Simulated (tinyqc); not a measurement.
Step height from the transmission.

Problem. A single step up from edge 0 (mass mL) to edge U (mass mS) transmits T(E) = 4 vL vR/(vL + vR)^2 with v = k/m, k = sqrt(m (E - edge)/C), C = hbar^2/(2 m0). It is known that vR < vL. Find vR/vL and U.

Values chosen for this exercise:
- mL = 0.18 m0 (mass in the left lead)
- E = 0.302 eV (electron energy)
- mS = 0.31 m0 (mass beyond the step)

T(E) = 0.79790305

Solution. The reflection amplitude is sqrt(1 - T(E)) = (1 - y)/(1 + y) with y = vR/vL < 1, and y^2 = (E - U) mL/(E mS).

vR/vL = 0.3797
U = 0.2270 eV

Numbers from tinyqc (`OMP_NUM_THREADS=1 python tinyqc.py 2560128 2560129 out.jsonl`; about 0.01 s on one thread of a shared Intel Xeon 2.30GHz).
